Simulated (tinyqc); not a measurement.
Dopants and charged point defects at anneal temperature: Fermi-level effect, clustering and pairing: one step, computed by the program tinyqc. Command: `OMP_NUM_THREADS=1 python tinyqc.py 3017120 3017121 out.jsonl pairing walk`. One thread of a shared host (Intel(R) Xeon(R) Processor @ 2.30GHz), about 0.03 s of CPU time with the checks.

Boltzmann statistics and full ionisation of active dopants. Energies are counted from the valence band; the defect (a vacancy or self-interstitial) has five charge states, with all degeneracy factors one.

Task: Active and clustered dopant. n = A/2 + sqrt(A^2/4 + n_i^2) for an active density A. k ionised dopants and k carriers form one neutral cluster: C = N_s (A/N_s)^k (n/N_b)^k exp(E_b/k_B T), N_b the effective density of states of the majority band, and N = A + k C (60 bisections in ln A between ln N - 90 and ln N).

Inputs (values chosen for the exercise, with bands modelled on silicon):
```
quantity                      value   unit
anneal temperature T            850      K
total dopant density N        6e+20  cm^-3
site density N_s            4.4e+22  cm^-3
dopant atoms per cluster k        2      -
cluster binding energy E_b     1.07     eV
```

Dopant: donor. Second part: clustering of the dopant.

E_g = 0.9215944 eV

k_B T = 0.07324733 eV

n_i = 1.935730e+17 cm^-3

E_i = 0.4451331 eV

effective density of states N_b of the majority band = 1.293766e+20 cm^-3

Give: active density A; clusters C; active share.

Result:

active density A = 1.765e+19 cm^-3

clusters C = 2.912e+20 cm^-3

active share = 0.02942

97 % of the dopant is lost to clusters.
